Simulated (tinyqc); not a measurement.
A ladder of methods, and size consistency: correlation methods against full CI in the sto-3g basis, for BeH2, spin multiplicity 1. Computed by the program tinyqc with PySCF. Command: `OMP_NUM_THREADS=1 python tinyqc.py 114335 114336 out.jsonl`; one thread of a shared host (Intel(R) Xeon(R) Processor @ 2.60GHz), about 1 s.

Geometry (angstrom):
```
atom       x        y       z
Be    0.0000   0.0000  0.0000
H     0.0000   1.5330  0.1190
H     0.0000  -1.5330  0.1190
```

RHF energy of one = -15.521702 hartree

All electrons correlated; +Q is the Davidson correction (1 - c0^2) E_corr. The last columns treat two copies 100 angstrom apart as one system. FCI is the lowest singlet.

Correlation energies (hartree):
```
method   E_corr of one  share of FCI (%)  E_corr of two at 100 angstrom  two minus twice one (mhartree)
MP2           -0.02916            63.001                       -0.05832                           0.000
CISD          -0.04488            96.972                       -0.08644                           3.327
CISD+Q        -0.04668           100.856                       -0.09260                           0.755
CCSD          -0.04563            98.588                       -0.09126                           0.000
CCSD(T)       -0.04597            99.318                       -0.09193                           0.000
FCI           -0.04628           100.000                              -                               -
```

MP2 recovers 63 %, CISD 97.0 % and CCSD 98.6 % of the FCI value (c0^2 = 0.960 in CISD). MP2 and coupled cluster are size consistent, so their last column vanishes; CISD loses 3.33 mhartree, since a double excitation on each copy is a quadruple of the pair, and the Davidson correction leaves +0.75.
